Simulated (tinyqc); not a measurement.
A six-terminal Hall bar with edge channels and a constriction, Landauer-Buettiker equations: one step of the calculation.

Contacts 1 (source) and 4 (drain) end the bar; 2 and 3 lie on the upper edge, 6 and 5 on the lower edge, with a constriction between 2 and 3 (and between 6 and 5). Carriers run 1 to 2 to 3 to 4 to 5 to 6 to 1 in M channels. The constriction passes Tc from 2 to 3 and from 5 to 6, and turns M - Tc from 2 to 6 and from 5 to 3. Signs are those of positive carriers; V4 = 0.

Question. Voltages. I_i = (q^2/h) [M V_i - sum_j T_ij V_j], with I_1 = I, V_4 = 0 and no current at 2, 3, 5, 6.

Inputs (values chosen for the exercise):

| symbol | value | unit | meaning |
|---|---|---|---|
| M | 5 |  | edge channels, spin counted singly |
| I | 5 | nA | current from contact 1 to contact 4 |

Constants: q = 1.602176634e-19 C, h = 6.62607015e-34 J s. Results are converted to the units shown.

T_ij:
```
   1     2  3  4     5  6
1  0     0  0  0     0  5
2  5     0  0  0     0  0
3  0  4.04  0  0  0.96  0
4  0     0  5  0     0  0
5  0     0  0  5     0  0
6  0  0.96  0  0  4.04  0
```

Find: V.

Answer.

V, contact 1 to 6 (uV): 31.95  31.95  25.81  0.00  0.00  6.13

Program tinyqc, `OMP_NUM_THREADS=1 python tinyqc.py 2700009 2700010 out.jsonl`; Intel Xeon 2.30GHz, shared host, one thread, about 0.01 s.
